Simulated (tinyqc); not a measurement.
# Changing the time t

Model: growth of a silicide layer between metal and silicon: linear-parabolic kinetics, ramp anneals and Kissinger analysis. Computed by tinyqc, a small Python program. Command: `OMP_NUM_THREADS=1 python tinyqc.py 3006308 3006309 out.jsonl silicide sweep`. One thread of a shared host (Intel(R) Xeon(R) Processor @ 2.30GHz), about 0.1 s of CPU time with the checks.

One compound layer of thickness x grows by diffusion through itself and reaction at an interface, dx/dt = 1/(2x/K + 1/v), until the metal is used up at x = a h.

Inputs (values chosen for the exercise, modelled on Ni2Si):

| quantity | value | unit |
|---|---|---|
| metal thickness h | 16 | nm |
| silicide formed per metal thickness a | 1.47 | - |
| prefactor of the parabolic constant K | 3.3e+14 | nm^2/s |
| activation energy E of K | 1.53 | eV |
| prefactor of the interface velocity v | 1.1e+16 | nm/s |
| activation energy E_v | 1.68 | eV |
| temperature T | 280 | C |

Constants: k_B = 8.617333262e-05 eV/K.

Method:
- The silicide ends at the thickness a h.
- K = K0 exp(-E/(k_B T)), v = v0 exp(-E_v/(k_B T)).
- Temperatures in kelvin are T(C) + 273.15.
- x^2/K + x/v = t, so x = (K/(2v)) [sqrt(1 + 4 v^2 t/K) - 1], capped at a h; completion time t_c = (a h)^2/K + a h/v, a h being the final thickness; crossover thickness K/v.

One run for each value:

| time t (s) | thickness at time t (nm) |
|---|---|
| 0.3 | 0.773 |
| 0.95 | 1.580 |
| 3 | 3.041 |
| 9.5 | 5.661 |
| 30 | 10.319 |
| 95 | 18.629 |
| 300 | 23.520 |
| 950 | 23.520 |
| 3000 | 23.520 |

Over the rows, thickness at time t (nm) rises from 0.773 to 23.5, flat over part of the range. At the high end the exponent of thickness at time t is 0.00, close to 0: the metal is used up. Growth is linear well below the crossover thickness K/v, would be parabolic well above it, and ends at a h = 23.52 nm.

Extremes, crossings and ranges named in words are read from the listed rows.
